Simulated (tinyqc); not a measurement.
# Double-gate transistor, scale length and short-channel effects: what changes with what

A body of thickness ts between two insulators of thickness ti and two tied gates. Below threshold the potential that source and drain add obeys Laplace's equation and vanishes on the gate. Its lowest mode decays along the channel as exp(-k y); k is the smallest positive root of the matching condition at the interface, and the scale length is Lambda = pi/k.

Values chosen for this exercise; permittivities: semiconductor close to that of silicon, insulator close to that of aluminium oxide: temperature T = 300 K; relative permittivity of the semiconductor eps_r = 11.7; relative permittivity of the insulator ei = 9.28; insulator thickness ti = 2.1 nm; body thickness ts = 11 nm; channel length L = 37 nm; potential of the source Vbi = 0.86 V; potential of the barrier top at threshold sT = 0.56 V; drain voltage Vds = 0.6 V.

Constants: q = 1.602176634e-19 C, kB = 1.380649e-23 J/K, Vt = kB T/q. Results are converted to the units shown.

Each table varies one quantity; the others keep the values above.

## Effect of the drain voltage

k is the smallest positive root of f(k) = ei cos(k ti) cos(k ts/2) - eps_r sin(k ti) sin(k ts/2). Along the channel psi(y) = s + a exp(y/l) + b exp(-y/l) with psi(0) = Vbi, psi(L) = Vbi + Vds and l = 1/k = Lambda/pi; with A = Vbi - s, B = A + Vds, x = exp(-L/l): a = (B - A x) x/(1 - x^2), b = (A - B x)/(1 - x^2). The minimum is s + 2 sqrt(a b), at y = (l/2) ln(b/a). The long-channel potential follows the gate as s = sT + (Vg - VTL)/m, and the threshold VT is the gate voltage at which the minimum equals sT. Swing = m Vt ln 10/g at threshold, g = d(minimum)/ds = 1 - (b x + a)/((1 + x) sqrt(a b)). DIBL = [VT(0.05 V) - VT(Vds)]/(Vds - 0.05 V). sT and Vbi are held fixed; m = 1.

The same in every row: Lambda (nm) = 16.14; L/Lambda = 2.293.

Effect of the drain voltage:

| Vds (V) | VT - VTL at Vds (mV) | DIBL (mV/V) | swing (mV/decade) |
|---|---|---|---|
| 0.2 | -22.36 | 24.55 | 63.06 |
| 0.35 | -25.56 | 22.91 | 63.20 |
| 0.5 | -28.42 | 21.64 | 63.36 |
| 0.65 | -31.05 | 20.61 | 63.51 |
| 0.8 | -33.49 | 19.74 | 63.67 |
| 0.95 | -35.79 | 19.00 | 63.82 |
| 1.1 | -37.96 | 18.36 | 63.97 |

As Vds goes from 0.2 to 1.1 V, Lambda stays at 16.1 nm, DIBL falls from 24.5 to 18.4 mV/V and the swing rises from 63.1 to 64.0 mV a decade.

## Effect of the relative permittivity of the insulator

Same model as above.

Effect of the relative permittivity of the insulator:

| ei | Lambda (nm) | L/Lambda | VT - VTL at Vds (mV) | DIBL (mV/V) | swing (mV/decade) |
|---|---|---|---|---|---|
| 3.9 | 21.387 | 1.7300 | -80.090 | 56.383 | 69.772 |
| 5.7 | 18.705 | 1.9781 | -51.584 | 36.020 | 66.191 |
| 8.5 | 16.535 | 2.2377 | -33.128 | 22.988 | 63.838 |
| 12 | 15.107 | 2.4491 | -23.304 | 16.111 | 62.573 |
| 18 | 13.853 | 2.6709 | -16.211 | 11.175 | 61.653 |
| 27 | 12.958 | 2.8554 | -12.026 | 8.2753 | 61.107 |
| 40 | 12.347 | 2.9966 | -9.5832 | 6.5874 | 60.788 |

What does the table show?

As ei goes from 3.9 to 40, Lambda falls from 21.4 to 12.3 nm, DIBL falls from 56.4 to 6.59 mV/V and the swing falls from 69.8 to 60.8 mV a decade. On average Lambda goes as ei^(-0.24).

Numbers from tinyqc (`OMP_NUM_THREADS=1 python tinyqc.py 2420088 2420089 out.jsonl`; about 0.01 s on one thread of a shared Intel Xeon 2.30GHz).
